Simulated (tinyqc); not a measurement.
Limits of the phonon part: Bloch-Grueneisen resistivity of a metal. Computed by tinyqc, a small Python program. Command: `OMP_NUM_THREADS=1 python tinyqc.py 3016333 3016334 out.jsonl bg walk`. One thread of a shared host (Intel(R) Xeon(R) Processor @ 2.30GHz), about 0.01 s of CPU time with the checks.

Electrons scatter from a Debye spectrum of phonons (n = 5 for scattering within one band, n = 3 for scattering into a second, heavy band) and from static defects.

Inputs (values chosen for the exercise, modelled on platinum):
```
quantity                      value         unit
exponent n                        5            -
Debye temperature Theta         213            K
transport coupling lambda_tr   0.52            -
Drude plasma energy hbar w_p    7.2           eV
residual resistivity rho_0      1.2  microohm cm
```

Addition: none.

Constants: k_B = 1.380649e-23 J/K; hbar = 1.054571817e-34 J s; eps_0 = 8.8541878128e-12 F/m; hbar = 6.582119569e-16 eV s.

Method:
- J_n(y) = int_0^y x^n e^x/(e^x - 1)^2 dx, by 96 Gauss-Legendre points (upper limit at most 60).
- rho_ph = (n - 1) rho_1 (T/Theta)^n J_n(Theta/T), with rho_1 = 2 pi lambda_tr k_B Theta/(hbar eps_0 w_p^2), the high-temperature line at T = Theta.
- Matthiessen's rule: rho = rho_0 + rho_ph.
- Low T: (n - 1) n! zeta(n) rho_1 (T/Theta)^n. High T: rho_1 (T/Theta) [1 - (n - 1)/(12 (n + 1)) (Theta/T)^2].

Resistivities (microohm cm):
```
T (K)      rho_ph   low-T law  straight line  line with correction  total rho
6.4    1.0483e-04  1.0483e-04          0.258                     -      1.200
11.0   1.5722e-03  1.5723e-03          0.444                     -      1.202
17.0   1.3667e-02  1.3862e-02          0.686                     -      1.214
26.0   9.6501e-02  1.1600e-01          1.050                     -      1.297
43.0   5.6830e-01  1.4352e+00          1.736                     -      1.768
75.0   1.9967e+00  2.3168e+01          3.028                 1.671      3.197
110.0  3.6322e+00  1.5723e+02          4.441                 3.516      4.832
170.0  6.2986e+00  1.3862e+03          6.864                 6.265      7.499
260.0  1.0116e+01  1.1600e+04         10.497                10.106     11.316
430.0  1.7127e+01  1.4352e+05         17.361                17.124     18.327
```

What does the comparison show, and why?

The low-T law holds to 10 % up to 17 K, the straight line from 170 K on. The local exponent of rho_ph falls from 5.00 to 1.05. Phonons overtake the residual resistivity between 43.0 and 75.0 K.

Extremes, crossings and ranges named in words are read from the listed rows.
